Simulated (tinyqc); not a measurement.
Deformation-potential model of the Delta valleys of a conduction band, step by step. Values are carried at full precision from step to step, so a last printed digit may differ when a step is redone from the rounded ones.

s11 = (C11 + C12)/((C11 - C12)(C11 + 2 C12)), s12 = -C12/((C11 - C12)(C11 + 2 C12)), s44 = 1/C44; exx = s11 sxx + s12 (syy + szz) and cyclic, exy = s44 sxy/2; tension is positive. A uniaxial stress X along the unit vector n is s_ij = X n_i n_j.

Constants: kB = 8.617333262e-05 eV/K; hbar^2/2m0 = 3.80998211 eV angstrom^2.

Values chosen for the exercise (near those of Si; not measured data): C11 = 157.3 GPa; C12 = 64.3 GPa; C44 = 78.8 GPa; load = uniaxial [110] (kind of stress); X = 1.84 GPa (stress); Xd = 1.14 eV (dilation potential); Xu = 8.96 eV (uniaxial potential); T = 300 K (temperature); ml = 0.887 m0 (longitudinal mass); mt = 0.194 m0 (transverse mass).

## Strain from a uniaxial [110] stress

Form the compliances and the strain.

s11, s12, s44 (1/TPa): 8.3344  -2.4183  12.6904

strain tensor:
```
          x         y          z
x  0.005443  0.005838   0.000000
y  0.005838  0.005443   0.000000
z  0.000000  0.000000  -0.004450
```

## Valley shifts

Valleys with axes along x, y and z, each a pair at +k and -k. Herring-Vogt shift of a valley with unit axis a: dE = Xd tr(e) + Xu a.e.a. Non-degenerate shares n_i = exp(-dE_i/kT)/sum_j exp(-dE_j/kT). Inverse mass tensor of a valley: (1 - a a)/mt + a a/ml; the masses are taken as independent of strain.

Apply the Herring-Vogt formula to each valley.

Xd tr(e) = 7.34 meV

a.e.a: x 0.005443, y 0.005443, z -0.004450

shifts dE (meV): x 56.10, y 56.10, z -32.53

The lowest valley is z, 88.6 meV below the highest; the mean shift over all valleys is (Xd + Xu/3) tr(e) = 26.56 meV.

## Shares of the electrons

Boltzmann factors of the shifts.

kT = 25.852 meV

shares: x 0.0305, y 0.0305, z 0.9391

effective number of valley axes, 1/(largest share) = 1.065

## Conductivity mass tensor

With one scattering time for all valleys the conductivity goes as M = sum_i n_i (inverse mass tensor of valley i); along the unit vector u, 1/m_c = u.M.u. Without stress 1/m_c = (1/ml + 2/mt)/3. Take u along [100].

M (1/m0):
```
       x      y      z
x  5.032  0.000  0.000
y  0.000  5.032  0.000
z  0.000  0.000  1.373
```

m_c along [100] = 0.1987 m0
m_c without stress = 0.2623 m0

The repopulation alone changes the mobility along [100] by +32.0 %; with all electrons in the valleys lightest or heaviest along this direction it would change by +35 or -70 %.

## Effective density of states

Each of the 6 whole valleys has m_d = (ml mt^2)^(1/3) and N = 2 (m_d kT/(4 pi c))^(3/2), c = hbar^2/2m0. Counted from the lowest edge, Nc = N x 2 x sum_i exp(-(dE_i - dE_min)/kT). 1 angstrom^-3 = 1e24 cm^-3.

m_d = 0.3220 m0
N of one valley = 4.585e+18 cm^-3
Nc under stress = 9.765e+18 cm^-3
Nc without stress = 2.751e+19 cm^-3

## Piezoresistance from repopulation

For small stress d(rho)/rho = pi X. For valleys on the cube axes pi11 = -(2/3) Xu (s11 - s12)/kT x (K - 1)/(2K + 1), pi12 = -pi11/2, pi44 = 0, K = ml/mt. For stress along [110]: pi_l = (pi11 + pi12 + pi44)/2 with the current along it and pi_t = (pi11 + pi12 - pi44)/2 with the current along [1-10]. 1/GPa = 100 x 1e-11/Pa.

K = 4.572

pi11, pi12, pi44 (1e-11/Pa): -87.5  43.7  0.0

pi_l, pi_t for [110] (1e-11/Pa): -21.9  -21.9

Only the transfer between valleys is counted; changes of mass and of intervalley scattering add to it in a real crystal.

## Checks

- Conductivity mass at zero stress against 3/(1/ml + 2/mt): both 0.2623140.
- Piezoresistance coefficients by finite differences against the closed form: largest difference 1.6e-08.

tinyqc: `OMP_NUM_THREADS=1 python tinyqc.py 1051534 1051535 out.jsonl`; about 0.02 s, one thread, shared Intel(R) Xeon(R) Processor @ 2.30GHz.
